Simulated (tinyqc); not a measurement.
Screening unbinds the donor: static screening by free carriers.

kF = (3 pi^2 n/Mv)^(1/3), EF = c kF^2/m with c = hbar^2/2m0, n in 1/angstrom^3 (1e-24 per 1/cm^3), e2 = e^2/(4 pi eps0). Thomas-Fermi: qTF^2 = 6 pi e2 n/(eps EF). Debye: qD^2 = 4 pi e2 n/(eps kB T).

F_j(eta) = (1/Gamma(j + 1)) integral_0^infinity x^j dx/(1 + exp(x - eta)), which tends to exp(eta) for eta << 0.

At finite T: qs^2 = qD^2 F_-1/2(eta)/F_1/2(eta), where n = Mv N F_1/2(eta) and N = 2 (m kB T/(4 pi c))^(3/2) with c = hbar^2/2m0, in 1/angstrom^3; times 1e24 for 1/cm^3.

Donor in the screened potential -(e2/eps) exp(-qs r)/r with the trial function exp(-r/a): E(a) = c/(m a^2) - (e2/eps) 4/(a (2 + qs a)^2), e2 = e^2/(4 pi eps0), c = hbar^2/2m0; isotropic mass.

Constants: hbar^2/2m0 = 3.80998211 eV angstrom^2; e^2/(4 pi eps0) = 14.39964547 eV angstrom; kB = 8.617333262e-05 eV/K; a0 (Bohr radius) = 0.5291772105 angstrom.

Inputs chosen for the exercise (near those of InAs; shifted at random, so the results belong to these values and not to a real crystal):
```
symbol  value   unit  meaning
m       0.0275  m0    mass of one isotropic valley
Mv      1             valleys
eps     15.4          background dielectric constant
T       300     K
```

All carriers n are taken as free and screen with qs(T); E(a) is minimised over a; a dash marks no bound state. aB = a0 eps/m.

Donor level:
```
n (1/cm^3)  n^(1/3) aB  qs aB  E (meV)   a/aB
3.0e+11          0.020  0.003    -1.57  1.000
2.0e+12          0.037  0.009    -1.55  1.000
1.0e+13          0.064  0.020    -1.52  1.000
4.0e+13          0.101  0.040    -1.46  1.001
1.0e+14          0.138  0.063    -1.39  1.003
3.0e+14          0.198  0.109    -1.26  1.008
7.0e+14          0.263  0.167    -1.11  1.018
2.0e+15          0.373  0.282    -0.85  1.047
```

aB = 296.3 angstrom

How do the results move, and what explains it?

The level rises from -1.57 meV at the lowest density to -0.85 meV at 2e+15 1/cm^3, against -1.58 meV unscreened. It stays bound over this range. This trial function loses binding at qs aB = 1 and the exact Yukawa problem at 1.19; the Mott rule of thumb is n^(1/3) aB = 0.26 (rows below ni, about 1e+15 1/cm^3 for this gap, are formal: thermal pairs then set the screening), which the last bound row of this table passes: the rule belongs to low temperature, and thermal carriers screen more weakly.

Program tinyqc; command `OMP_NUM_THREADS=1 python tinyqc.py 1680531 1680532 out.jsonl`; about 0.01 s on one thread of a shared Intel(R) Xeon(R) Processor @ 2.30GHz.
